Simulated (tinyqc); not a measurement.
Global model of a low-pressure process discharge: electron temperature, density, ion flux and ion energy: one step, computed by the program tinyqc. Command: `OMP_NUM_THREADS=1 python tinyqc.py 3113676 3113677 out.jsonl plasma walk`. One thread of a shared host (Intel(R) Xeon(R) Processor @ 2.30GHz), about 0.01 s of CPU time with the checks.

Maxwellian electrons with temperature T_e in eV, one positive ion, no negative ions, uniform bulk density n; rate constants have the Arrhenius form.

Question. Geometry factors. n_g = p/(k_B T_g); lambda_i = 1/(n_g sigma); h_L = 0.86/sqrt(3 + L/(2 lambda_i)), h_R = 0.8/sqrt(4 + R/lambda_i); A_eff = 2 pi R^2 h_L + 2 pi R L h_R; d_eff = pi R^2 L/A_eff.

Inputs (values chosen for the exercise, of the order of those of an inductive discharge in a simple atomic gas):
```
quantity                     value  unit
ion-neutral cross section  6.6e-19   m^2
pressure p                    0.59    Pa
gas temperature T_g            400     K
radius R                        23    cm
height L                        12    cm
```

Constants: k_B = 1.380649e-23 J/K.

Give: gas density n_g; ion mean free path; h_L; h_R; A_eff; d_eff.

Answer.

gas density n_g = 1.068e+20 1/m^3

ion mean free path = 1.418 cm

h_L = 0.3198

h_R = 0.1779

A_eff = 1372 cm^2

d_eff = 14.54 cm
